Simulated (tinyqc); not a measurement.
# Read current of a NAND string, cells in series solved by shooting: read current against the number of cells

Cells in series, numbered from 0 at the source line (0 V) to the bit line, each followed by a gap resistance Rg. A cell with gate Vg, threshold VT, source Vs and drain Vd passes I = 2 nf K Vt^2 [F(Vs) - F(Vd)]/(1 + th max(Vg - VT, 0)), F(V) = ln^2(1 + exp((Vg - VT - nf V)/(2 nf Vt))). The selected cell has Vg = Vr, the others Vg = Vp.

For a trial current I start at 0 V and, cell by cell, solve for the drain: sqrt(F(Vd)) = sqrt(F(Vs) - I/k), k = 2 nf K Vt^2/(1 + th max(Vg - VT, 0)), Vd = [Vg - VT - 2 nf Vt ln(exp(sqrt F) - 1)]/nf, then add I Rg. The string current is the I for which the last node reaches Vbl. The apparent threshold is the Vr at which I = Is. Background: all other cells erased (VT = Ve) or all in the highest state (VT = Vh); ratio and shift are high over erased and high minus erased. The selected cell is in the middle, cell n/2.

Values chosen for this exercise; values of the order met in vertical NAND strings: temperature T = 358 K; gain factor of a cell K = 5.4 uA/V^2; slope factor nf = 1.6; mobility reduction factor th = 0.04 1/V; resistance of the gap between cells Rg = 4.3 kohm; bit-line voltage Vbl = 0.7 V; pass voltage Vp = 6.3 V; threshold of an erased cell Ve = -1.1 V; threshold of the highest state Vh = 4.1 V; threshold of the selected cell Vx = 2 V; sensing current Is = 20 nA; read voltage on the selected word line Vr = 3.94 V.

Constants: q = 1.602176634e-19 C, kB = 1.380649e-23 J/K, Vt = kB T/q. Results are converted to the units shown.

Results:
columns A: n; B: I, others erased (uA); C: I, others high (uA); D: ratio; E: apparent VT, erased (V); F: apparent VT, high (V); G: background shift (mV)
```
A          B        C       D      E      F      G
8      1.640   0.6741  0.4110  2.074  2.082  7.627
16    0.9457   0.3404  0.3599  2.079  2.094  15.32
32    0.5112   0.1710  0.3346  2.088  2.119  30.90
96    0.1799  0.05718  0.3178  2.126  2.222  96.02
128   0.1359  0.04290  0.3157  2.145  2.275  130.4
192  0.09124  0.02861  0.3136  2.183  2.387  203.8
```

Estimate the missing row, n = 64.

Computed row:
columns A: n; B: I, others erased (uA); C: I, others high (uA); D: ratio; E: apparent VT, erased (V); F: apparent VT, high (V); G: background shift (mV)
```
A        B        C       D      E      F      G
64  0.2662  0.08571  0.3220  2.107  2.170  62.88
```

With this row back in the table: With erased neighbours the current falls from 1.64 to 0.0912 uA, as n^(-0.79) between the first two rows and n^(-0.98) between the last two (-1 once the series resistance rules). The ratio falls from 0.411 to 0.314 and the background shift rises from 7.63 to 204 mV.

Numbers from tinyqc (`OMP_NUM_THREADS=1 python tinyqc.py 2142145 2142146 out.jsonl`; about 0.9 s on one thread of a shared Intel Xeon 2.30GHz).
